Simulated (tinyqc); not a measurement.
What each parameter does: band offset of a heterojunction with an interface dipole (two-band chains, self-consistent charge).

Sites alternate A, C. Left: A at -G1/2, C at +G1/2, hopping -t1; right: A at D - G2/2, C at D + G2/2, hopping -t2; the bonds across the two interfaces of a ring (C left to A right, C right to A left) have -sqrt(t1 t2). D is the offset of the mid-gaps, so Ev(right) - Ev(left) = D - (G2 - G1)/2 and Ec(right) - Ec(left) = D + (G2 - G1)/2. The closing bond has its sign reversed (antiperiodic ring). Half the levels are filled with two electrons each. The charge moved is q = (electrons on the left) less one a site; the mean over the two interfaces, q/2, is taken as the charge that crosses each, and its dipole opposes the offset: D = D0 - u q/2.

From here on the ring has 24 cells a side.

Parameters, chosen for this exercise (gaps near those of Si and SiO2; the chains and D0 are free models, so the offsets are not those of the real pair; not measured data):
- G1 = 1.11 eV (gap on the left)
- G2 = 8.68 eV (gap on the right)
- t1 = 2.09 eV (hopping on the left)
- t2 = 1.83 eV (hopping on the right)
- D0 = -0.45 eV (mid-gap of the right side above that of the left, without dipole)
- u = 4.4 eV (potential step per electron moved across)

Self-consistent D by bisection, q there, and the two offsets.

Results for these values:
```
case   D (eV)        q  valence offset (eV)  conduction offset (eV)
base  -0.3888  -0.0278              -4.1738                  3.3962
```

What happens to each result for u = 5.06 eV, all else kept?

Answer: D rises from -0.3888 to -0.3810; q rises from -0.0278 to -0.0273; valence offset rises from -4.1738 to -4.1660; conduction offset rises from 3.3962 to 3.4040.

The same for each parameter in turn:
```
case             D (eV)        q  valence offset (eV)  conduction offset (eV)
base            -0.3888  -0.0278              -4.1738                  3.3962
G1 = 1.276 eV   -0.3897  -0.0274              -4.0917                  3.3123
G2 = 9.982 eV   -0.4006  -0.0225              -4.8366                  4.0354
t1 = 2.403 eV   -0.3869  -0.0287              -4.1719                  3.3981
t2 = 2.104 eV   -0.3852  -0.0295              -4.1702                  3.3998
D0 = -0.517 eV  -0.4466  -0.0320              -4.2316                  3.3384
u = 5.06 eV     -0.3810  -0.0273              -4.1660                  3.4040
```

Computed by tinyqc, a small Python program: `OMP_NUM_THREADS=1 python tinyqc.py 1452430 1452431 out.jsonl` (the numbers bound the seed that draws the inputs); one thread of a shared host (Intel(R) Xeon(R) Processor @ 2.30GHz), about 0.3 s for the whole set of steps.
